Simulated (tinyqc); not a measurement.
## Depth and level of a trap from the time ratio

Question. For an oxide trap tc/te = exp(E/Vt) with E = E0 - dpsi - (xt/tox)(Vg - VT - dpsi), dpsi being the rise of the surface potential above its value at threshold. Find xt and E0, and the depth that would be read if dpsi were ignored.

Parameters, values chosen for the exercise:
```
symbol,value,unit,meaning
T,300,K,temperature
tox,4.3,nm,insulator thickness
```

Constants: q = 1.602176634e-19 C, kB = 1.380649e-23 J/K, Vt = kB T/q. Results are converted to the units shown.

Vg - VT (V): 0.62  0.77
tc/te: 2.6795103  0.18081782
dpsi (V): 0.090597239  0.096716351

Solution. E + dpsi is a straight line in the oxide voltage Vg - VT - dpsi with slope -xt/tox and intercept E0. Ignoring dpsi assigns the motion of the bands to the trap and overstates its depth.

xt = 1.900 nm
E0 = 0.3500 eV
depth read without dpsi = 1.998 nm

Program tinyqc, `OMP_NUM_THREADS=1 python tinyqc.py 2710145 2710146 out.jsonl`; Intel Xeon 2.30GHz, shared host, one thread, about 0.01 s.
